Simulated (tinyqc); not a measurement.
# Gap voltage and exponent from three temperatures

Question. At constant current VBE(T) = Vg0 - a T - eta (kB T/q) ln T, where a is a constant. Find Vg0, eta and dVBE/dT at the middle temperature.

Constants: q = 1.602176634e-19 C, kB = 1.380649e-23 J/K. Results are converted to the units shown.

T (K): 233  330  390
VBE at a constant current (V): 0.9128572736  0.7544570316  0.6515694748

Answer. The relation is linear in Vg0, a and eta, so three points give a linear system; the slope is (VBE - Vg0 - eta kB T/q)/T. eta rests on the curvature of VBE(T) alone, so real fits need accuracy of some tens of microvolts or better.

Vg0 = 1.203 V
eta = 3.800
dVBE/dT = -1.687 mV/K

Computed by the program tinyqc: `OMP_NUM_THREADS=1 python tinyqc.py 2062128 2062129 out.jsonl`, one thread of a shared Intel Xeon 2.30GHz, about 0.02 s for the whole run.
